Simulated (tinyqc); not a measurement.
# Junctionless gate-all-around wire, depletion approximation, step by step

Numbers from tinyqc (`OMP_NUM_THREADS=1 python tinyqc.py 2460058 2460059 out.jsonl`; about 0.01 s on one thread of a shared Intel Xeon 2.30GHz). Printed values are rounded.

A uniformly doped n-type wire of radius R under a surrounding gate; long channel. Below flat band a shell from radius rc to R is fully depleted and the neutral core, at channel potential V (0 at the source, Vd at the drain), carries the current with constant mobility; s = (rc/R)^2 is the share of the cross-section that conducts. The edge of the depleted shell is taken as abrupt, so there is no subthreshold current.

Values chosen for this exercise; material values close to those of silicon: relative permittivity of the semiconductor eps_r = 11.6; relative permittivity of the gate insulator eox = 9; insulator thickness tox = 7.2 nm; wire radius R = 5 nm; donor density Nd = 1.6e19 cm^-3; flat-band voltage Vfb = 0.99 V; effective mobility in the wire mu = 60 cm^2/(V s); gate length L = 1 um; gate voltage Vg = 0.78 V; drain voltage Vd = 0.05 V.

Constants: q = 1.602176634e-19 C, eps0 = 8.8541878128e-14 F/cm where lengths are in cm. Results are converted to the units shown.

## Voltages that deplete the wire

Cox = eps0 eox/(R ln(1 + tox/R)); A = q Nd R^2/(4 eps0 eps_r); B = q Nd R/(2 Cox); VT = Vfb - A - B.

Cox = 1.78672 uF/cm^2
A = 0.155992 V
B = 0.358685 V
VT = 0.475323 V

Of the 0.515 V needed, 69.7 % drops over the insulator. The device is normally off.

## Iteration 1: conducting share at the source by Newton steps

s at the start = 1

With V = 0: f = A (1 - s + s ln s) + B (1 - s) - (Vfb - Vg); f' = A ln s - B; s(new) = s - f/f'.

f = -0.21 V
f' = -0.358685 V
s after iteration 1 = 0.414528

## Iteration 2: conducting share at the source by Newton steps

As before.

f = 0.0343858 V
f' = -0.496054 V
s after iteration 2 = 0.483847

## Course of the iteration: conducting share at the source by Newton steps

Stop when s changes by less than 1e-11, or after 30 iterations. s must stay positive.

Course of the iteration:
```
iteration         s  |change|
1          0.414528     0.585
2          0.483847    0.0693
3          0.485664   1.82e-3
4          0.485665   1.13e-6
5          0.485665  4.33e-13
```

Converged in 5 iterations. At the end the number of correct digits about doubles with each step.

## Core radius, conductance and current

s0 = 0.485665
sL = 0.383428

s solves Vfb - Vg + V = A (1 - s + s ln s) + B (1 - s), and s = 0 where the left side exceeds A + B. I = (q mu Nd pi R^2/L)[g(s0) - g(sL)], g = A (s^2/4 - (s^2/2) ln s) + B s^2/2, with s0 at V = 0 and sL at V = Vd. rc = R sqrt(s0); the small-signal conductance at Vd = 0 is q mu Nd pi R^2 s0/L.

rc at the source = 3.48448 nm
conductance = 0.586689 uS
I = 0.0262081 uA
